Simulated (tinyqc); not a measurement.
# Film and buried-oxide thickness from two coupling ratios

Problem. In a depleted film -dVT/dVb is k1 = Cs Cbox/(Cox (Cs + Cbox)) for a front channel and k2 = Cbox (Cox + Cs)/(Cox Cs) for a back channel, with Cox = eps0 eox/tox, Cs = eps0 eps_r/ts, Cbox = 3.9 eps0/tb. Find ts and tb.

Parameters, values chosen for the exercise; band and dielectric values close to those of silicon: relative permittivity eps_r = 11.6; relative permittivity of the gate insulator (close to silicon dioxide) eox = 3.9; insulator thickness tox = 2.8 nm.

coupling ratios for a front and a back channel: [0.095221343, 0.53357964]

Answer. With y = Cox/Cs and z = Cox/Cbox, 1/k1 = y + z and k2 = (1 + y)/z, so y = (k2/k1 - 1)/(1 + k2); the thicknesses follow from y and z.

ts = 25.00 nm
tb = 21.00 nm

Program tinyqc, `OMP_NUM_THREADS=1 python tinyqc.py 2190039 2190040 out.jsonl`; Intel Xeon 2.30GHz, shared host, one thread, about 0.3 s.
